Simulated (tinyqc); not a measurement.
Length of a molecular wire: coherent transport through a tight-binding bridge. Computed by the program tinyqc. T = Gamma_L Gamma_R |G_1n|^2 with the self-energies of semi-infinite chains.

A uniform bridge between two chains:
```
parameter                        value
site energy (eV)              1.530000
hopping in the bridge (eV)    0.840000
lead hopping (eV)             2.120000
couplings (eV)              0.91, 1.06
E (eV)                        0.460000
```

Transmission against length:
```
sites           T     ln T
2      4.9492e-01  -0.7034
3      9.9007e-01  -0.0100
4      4.8385e-01  -0.7260
5      3.7335e-01  -0.9852
6      7.1898e-01  -0.3299
7      7.9044e-01  -0.2352
8      3.8460e-01  -0.9556
9      4.5004e-01  -0.7984
10     9.7115e-01  -0.0293
```

What does the comparison show, and why?

E lies inside the band of the bridge (|E - e|/2h = 0.637 < 1): T does not decay but oscillates with length, between 0.373 and 0.990 here, as levels of the bridge pass E.
